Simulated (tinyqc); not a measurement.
Vibrations of a mass or spring defect in a linear chain: one step, computed by the program tinyqc.

A ring of N atoms with nearest-neighbour springs k and motion along the chain. Atom 1 is the defect, of mass M', and its two springs are k'. All other atoms have the mass M.

Question. Dynamical matrix of the ring. D_ii = (sum of the two springs at i)/M_i, D_ij = -k_ij/sqrt(M_i M_j) for neighbours, closed into a ring.

Inputs (values chosen for the exercise, for a model chain):
```
quantity                         value           unit
spring constant k                 4.18  eV/angstrom^2
host mass M                       40.7              u
defect mass M'                    25.6              u
spring ratio k'/k at the defect      1              -
atoms in the ring N                  6              -
```

Host: monatomic.

Give: D.

Answer.

D (eV/(angstrom^2 u)), lower triangle (symmetric):
```
          1         2         3         4         5        6
1   0.32656
2  -0.12950   0.20541
3   0.00000  -0.10270   0.20541
4   0.00000   0.00000  -0.10270   0.20541
5   0.00000   0.00000   0.00000  -0.10270   0.20541
6  -0.12950   0.00000   0.00000   0.00000  -0.10270  0.20541
```
